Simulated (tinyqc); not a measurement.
Probe couplings from its potential.

Question. One voltage probe p sits between leads L (mu = 1) and R (mu = 0) without magnetic field: mu_p = T_pL/(T_pL + T_pR), T_eff = T_RL + T_pL T_pR/(T_pL + T_pR). Find T_pL and T_pR.

T_RL = 0.13
mu_p = 0.5
T_eff = 0.285

Answer. T_eff - T_RL equals T_pL (1 - mu_p) and also T_pR mu_p.

T_pL = 0.3100
T_pR = 0.3100

tinyqc, about 0.01 s, one thread, Intel Xeon 2.30GHz (shared host): `OMP_NUM_THREADS=1 python tinyqc.py 2700038 2700039 out.jsonl`
